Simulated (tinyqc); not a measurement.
Inside a calculation: deformation potentials from a strained empirical pseudopotential. Values are carried at full precision from step to step, so a last printed digit may differ when a step is redone from the rounded ones.

Diamond lattice, no spin-orbit coupling. Atomic form factor V(q) = a1 (q^2 - a2)/(a3 exp(a4 q^2) - 1) in rydberg with q in 1/bohr, for the unstrained cell. Under a strain e the reciprocal vectors and k go over into (1 + e)^(-1) G, the atoms sit at +/- tau with tau = (1 + e) a (1,1,1)/8 - zeta a (eyz, ezx, exy)/4, and H(G,G') = c |k + G|^2 delta + (V(q)/det(1 + e)) cos(q.tau), q = G - G', with the term q = 0 left out; c = hbar^2/2m0. The basis is fixed before straining: all G with |k + G|^2 up to 16 (2 pi/a)^2. k is given in units of 2 pi/a of the unstrained cell.

Constants: a0 (Bohr radius) = 0.5291772105 angstrom; hbar^2/2m0 = 3.80998211 eV angstrom^2; Ry = 13.60569312 eV.

Inputs chosen for the exercise (a germanium-sized cell with gaps well above those of Ge; the results hold for these values, not for the real material):
```
symbol  value                         unit      meaning
a       5.655                         angstrom  lattice constant
A       (0.396, 2.393, 2.081, 0.459)            a1 (Ry bohr^2), a2 (1/bohr^2), a3, a4 (bohr^2)
h       0.002                                   size of the test strain
kD      0.82                          2 pi/a    position of the Delta minimum
zeta    0.53                                    internal-strain parameter
```

## Form factors, unstrained and under a volume change

q^2 = n (2 pi/a)^2 a0^2 for the shells n = 3, 8, 11; for e = h 1, q^2 is divided by (1 + h)^2 and V by (1 + h)^3. Last column: the change divided by the relative change of volume, (1 + h)^3 - 1.

Form factors:
```
n   q^2 (1/bohr^2)    V (Ry)  V expanded (Ry)  dV/(dVol/Vol) (Ry)
3          1.03709  -0.22851         -0.22846              0.0092
8          2.76558   0.02303          0.02235             -0.1139
11         3.80268   0.05112          0.05065             -0.0779
```

## Gaps under a volume change

e = -h 1, 0, +h 1; gaps from the valence top to the s-like level at Gamma (level 5), and to level 5 at (kD,0,0) and (1/2,1/2,1/2).

Gaps (eV):
```
gap             e = -h    e = 0   e = +h
Gamma, s-like  1.76624  1.71445  1.66284
Delta          0.99109  0.99739  1.00342
L              1.05793  1.04150  1.02500
```

## Hydrostatic deformation potentials

a = [E(+h) - E(-h)]/(3 ln((1 + h)/(1 - h))).

a of the gaps to Gamma, Delta, L (eV): [-8.62, 1.03, -2.74]

Compression opens the Gamma gap, opens the L gap and closes the Delta gap. Only differences are defined here: the absolute shifts depend on the mean potential, which this model leaves out.

## Tetragonal strain

e = diag(-h/2, -h/2, h). Level 5 at (kD,0,0) and (0,0,kD), and levels 2 to 4 at Gamma, all from the mean of the three valence levels.

Delta x, Delta z (eV): [0.98954, 1.01308]

valence levels (eV): [-0.01758, 0.00879, 0.00879]

## Xu of the Delta valleys and b

For e = diag(-h/2, -h/2, h): E(Delta z) - E(Delta x) = Xu (ezz - exx), and without spin-orbit coupling E(Z) - E(X, Y) = 3 b (ezz - exx); Z is the single level, X and Y the pair.

Xu = 7.85 eV
b = -2.93 eV

Stretching along z raises the valleys on the z axis and lowers the Z valence state. One-sided differences carry an error of order h. A local potential fitted to band energies alone fixes these slopes only roughly; b tends to come out too large and Xu of L too small.

## Trigonal strain

exy = eyz = ezx = h, with the internal displacement. Level 5 at (1/2,1/2,1/2) and (1/2,-1/2,-1/2), and levels 2 to 4 at Gamma, from the mean of the three valence levels.

L [111], L [1-1-1] (eV): [1.08834, 1.02579]

valence levels (eV): [-0.02458, 0.01229, 0.01229]

## Xu of the L valleys and d

For the tensor strain exy = eyz = ezx = h: E(L [111]) - E(L [1-1-1]) = (8/3) Xu h, and E(single valence level) - E(pair) = 3 sqrt(3) d h. Find Xu and d.

Xu (L) = 11.73 eV
d = -3.55 eV

## Checks

- Level 5 at (kD,0,0) and (0,kD,0) under the tetragonal strain (eV): both 10.4395.

(tinyqc, `OMP_NUM_THREADS=1 python tinyqc.py 1851285 1851286 out.jsonl`, Intel(R) Xeon(R) Processor @ 2.30GHz, 1 thread, shared host, about 0.2 s.)
